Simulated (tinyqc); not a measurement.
Gate voltage for a given inversion charge.

Question. p-type body, charge-sheet picture, depletion and inversion only, full ionisation (an idealisation for deep acceptors), Boltzmann statistics (rough once Na exp(x - xn) passes about Nc/7). In units of Vt: xg = (Vg - Vfb)/Vt, x = psi/Vt, G = gamma/sqrt(Vt), xn = (2 phiF + Vc)/Vt. The implicit equation is (xg - x)^2 = G^2 [x - 1 + exp(x - xn)] for x above about 3. Cox = eps0 eox/tox. ni = sqrt(Nc Nv) exp(-Eg/(2 Vt)), Eg in volts; phiF = Vt ln(Na/ni); gamma = sqrt(2 q eps0 eps_r Na)/Cox. N_inv = (Cox Vt G/q) [sqrt(x - 1 + exp(x - xn)) - sqrt(x - 1)]. Find x - xn, psi and Vg.

Parameters, values chosen for the exercise; band and dielectric values close to those of germanium:

| symbol | value | unit | meaning |
|---|---|---|---|
| T | 350 | K | temperature |
| Eg | 0.657 | eV | band gap |
| eps_r | 15.9 |  | relative permittivity |
| Nc | 1.29e19 | cm^-3 | conduction-band density of states at T |
| Nv | 7.62e18 | cm^-3 | valence-band density of states at T |
| eox | 3.9 |  | relative permittivity of the gate insulator (close to silicon dioxide) |
| tox | 2.6 | nm | insulator thickness |
| Na | 6.2e16 | cm^-3 | acceptor density |
| Vfb | -0.59 | V | flat-band voltage |
| Vc | 0 | V | channel-body voltage |

Constants: q = 1.602176634e-19 C, kB = 1.380649e-23 J/K, Vt = kB T/q, eps0 = 8.8541878128e-14 F/cm where lengths are in cm. Results are converted to the units shown.

N_inv = 1.3e11 cm^-2

Answer. N_inv rises steadily with x, so it fixes x; the implicit equation then gives xg directly.

x - xn = 1.71
psi = 0.403 V
Vg = -0.0949 V

Numbers from tinyqc (`OMP_NUM_THREADS=1 python tinyqc.py 2122034 2122035 out.jsonl`; about 0.01 s on one thread of a shared Intel Xeon 2.30GHz).
